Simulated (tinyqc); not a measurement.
## Trap and transport parameters from the curve

Inverse problem. A layer shows an ohmic current q n0 mu V/L, then a square law (9/8) th eps0 eps_r mu V^2/L^3 above Vx = 8 q n0 L^2/(9 th eps0 eps_r), and trap filling at V_TFL = q Nt L^2/(2 eps0 eps_r). th = y/(1 + y), y = (Nc/Nt) exp(-Et/kB T). The square-law current at V is given. Find th, n0, Nt and Et.

Values chosen for this exercise: temperature T = 350 K; relative permittivity eps_r = 8.1; mobility mu = 22 cm^2/(V s); thickness L = 1800 nm; band density of states Nc = 5.3e19 cm^-3; voltage V = 7.6 V.

Constants: q = 1.602176634e-19 C, kB = 1.380649e-23 J/K, Vt = kB T/q, eps0 = 8.8541878128e-14 F/cm where lengths are in cm. Results are converted to the units shown.

Mott-Gurney J = 28.713999 A/cm^2
Vx = 1.1817220 V
V_TFL = 47.047333 V

Answer. The square law gives th, Vx gives n0, V_TFL gives Nt, and th with Nt gives Et.

th = 0.1633
n0 = 3.000e13 cm^-3
Nt = 1.300e16 cm^-3
Et = 0.3000 eV

Computed by the program tinyqc: `OMP_NUM_THREADS=1 python tinyqc.py 2370130 2370131 out.jsonl`, one thread of a shared Intel Xeon 2.30GHz, about 0.01 s for the whole run.
